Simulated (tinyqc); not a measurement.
One share for all, or one for each: linear model of a band gap against the share of exact exchange.

E(alpha) = E0 + S alpha. A wider gap screens less, modelled in the Penn form eps(alpha) = 1 + (e0 - 1)(EP/(EP + S alpha))^2 with a scale EP chosen for the exercise. A dielectric-dependent hybrid takes alpha = 1/eps.

Errors of the gap (eV) against each target; e0, EP, S and the gaps are values chosen for the exercise.

Results:
```
case          E0 (eV)  S (eV)     e0  EP (eV)  target Et (eV)  alpha needed  error, alpha = 0  error, 0.25  error, self-consistent
like AlN         4.28    8.63   5.20     21.7            6.26         0.229             -1.98         0.18                   -0.08
like GaN         1.92    7.27   5.51     21.6            3.49         0.216             -1.57         0.25                   -0.10
like Al2O3       6.01   10.22   3.22     25.5            8.88         0.281             -2.87        -0.32                    0.94
like diamond     4.10    6.99   6.04     28.2            5.45         0.193             -1.35         0.40                   -0.11
like SiC         2.20    6.26   7.19     18.9            3.25         0.168             -1.05         0.52                   -0.10
like GaAs        0.51    5.92  11.88      9.6            1.51         0.169             -1.00         0.48                   -0.45
like Ge          0.08    5.09  16.96      8.8            0.75         0.132             -0.67         0.60                   -0.35
```

Mean absolute errors: 1.50, 0.39 and 0.31 eV for alpha = 0, 0.25 and the self-consistent value. A fixed quarter overshoots for AlN, GaN, diamond, SiC, GaAs and Ge and falls short for Al2O3; the alpha needed runs between 0.132 and 0.281 and its correlation with 1/e0 over these cases is 0.97.

tinyqc: `OMP_NUM_THREADS=1 python tinyqc.py 1850861 1850862 out.jsonl`; about 0.01 s, one thread, shared Intel(R) Xeon(R) Processor @ 2.30GHz.
